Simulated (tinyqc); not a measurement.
Which input was changed? Model: harmonic transition-state theory with quantum, tunnelling and friction corrections. Computed by tinyqc, a small Python program. Command: `OMP_NUM_THREADS=1 python tinyqc.py 3013668 3013669 out.jsonl rates which`. One thread of a shared host (Intel(R) Xeon(R) Processor @ 2.30GHz), about 0.09 s of CPU time with the checks.

One atom hops between equivalent sites; three modes at the minimum and two real modes at the saddle are treated as harmonic, the rest of the crystal as unchanged; melting is ignored, so hot rows may lie above the melting point.

Inputs (values chosen for the exercise, modelled on interstitial carbon in iron): barrier E_b = 0.868 eV; imaginary frequency at the saddle nu_b = 10.4 THz; temperature T = 818 K.

Lattice of sites: three-dimensional.

frequencies at the minimum (THz): [13.6, 13.7, 21.9]

real frequencies at the saddle (THz): [17, 24.6]

Constants: h x 1 THz = 4.135667696 meV; k_B = 8.617333262e-05 eV/K.

Method:
- Vineyard: nu* = product of minimum frequencies / product of real saddle frequencies; k_cl = nu* exp(-E_b/(k_B T)).
- Quantum harmonic: k_q = (k_B T/h) [prod 2 sinh(x_i/2) (minimum) / prod 2 sinh(x_j/2) (saddle)] exp(-E_b/(k_B T)), x = h nu/(k_B T).
- Zero-point correction to the barrier = (h/2)(sum of saddle frequencies - sum of minimum frequencies).
- With u = h nu_b/(k_B T): Wigner factor 1 + u^2/24; parabolic barrier (Bell) (u/2)/sin(u/2), valid above T_c = h nu_b/(2 pi k_B); symmetric Eckart barrier: kappa = int_0^infinity P(E) exp(-(E - E_b)/(k_B T)) dE/(k_B T), P = (cosh 2a - 1)/(cosh 2a + cosh 2d), a = alpha sqrt(E/E_b), alpha = 2 pi E_b/(h nu_b), 2d = 2 sqrt(alpha^2 - pi^2/4).

Question. One of these inputs alone was changed, within the range given: barrier E_b (0.434 to 1.736); imaginary frequency at the saddle nu_b (5.2 to 20.8); temperature T (409 to 1636). Which one, and to what value?

Results:
```
run     Eckart factor  ratio k_q/k_cl  crossover temperature T_c (K)
before       1.016930       0.9945970                       79.43762
after        1.013257       0.9957007                       79.43762
```

Answer.

Each candidate set to reproduce Eckart factor, and what it then gives:
```
candidate                                     range searched  value needed  ratio k_q/k_cl  crossover temperature T_c (K)
barrier E_b (eV)                              0.434 to 1.736  out of reach               -                              -
imaginary frequency at the saddle nu_b (THz)     5.2 to 20.8         9.212         0.99460                         70.366
temperature T (K)                                409 to 1636         928.0         0.99570                         79.438
```

Only temperature T fits every result: it went from 818 to 928 K. The next best candidate, imaginary frequency at the saddle nu_b, misses one result by 11 %.
